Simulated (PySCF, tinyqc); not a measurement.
Ways to converge the cycle: SCF convergence aids in the sto-3g basis, for H3+, spin multiplicity 1. Computed by the program tinyqc with PySCF. RHF with one setting changed at a time; a run stops when the energy changes by less than 1e-09 hartree and the error matrix is below 1e-5. The start is the Wolfsberg-Helmholz matrix. Damping d keeps d of the old density; a shift (hartree) raises the virtual levels; DIIS n extrapolates F over n matrices.

Geometry (angstrom):
```
atom       x       y        z
H     0.0000  0.0000   0.0000
H     0.0000  0.0000   1.1590
H     0.0000  0.0000  -1.1590
```

lowest restricted solution found by these runs and by PySCF = -1.148566 hartree

Largest element of the error matrix X^T (FDS - SDF) X:
```
iteration    plain  damping 0.3  damping 0.6  shift 0.4   DIIS 3   DIIS 8
1          5.4e-02      5.4e-02      5.4e-02    5.4e-02  5.4e-02  5.4e-02
2          6.4e-03      2.1e-02      3.5e-02    2.0e-02  6.4e-03  6.4e-03
3          7.4e-04      7.9e-03      2.3e-02    7.3e-03  5.5e-06  5.5e-06
4          8.7e-05      3.0e-03      1.5e-02    2.7e-03  2.4e-06  2.4e-06
5          1.0e-05      1.2e-03      9.5e-03    9.8e-04        -        -
6          1.2e-06      4.4e-04      6.1e-03    3.6e-04        -        -
8                -      6.4e-05      2.6e-03    4.8e-05        -        -
10               -      9.4e-06      1.1e-03    6.5e-06        -        -
14               -      2.0e-07      1.9e-04          -        -        -
20               -            -      1.4e-05          -        -        -
30               -            -      1.8e-07          -        -        -
```

How each run ends:
```
run          iterations  E (hartree)         state
plain                 6     -1.14857  lowest found
damping 0.3          15     -1.14857  lowest found
damping 0.6          30     -1.14857  lowest found
shift 0.4            10     -1.14857  lowest found
DIIS 3                4     -1.14857  lowest found
DIIS 8                4     -1.14857  lowest found
```

What does the comparison show, and why?

6 of 6 runs reach the lowest restricted solution found, in 4 to 30 iterations (fastest: DIIS 3, DIIS 8). Plain steps already contract here, so damping only slows them. DIIS 3 and DIIS 8 gain by cancelling the error over several earlier matrices, much as a quasi-Newton step does. The restricted reference is unstable here: a spin-polarised solution lies 0.0049 hartree lower (PySCF), so results built on it describe a poor reference.
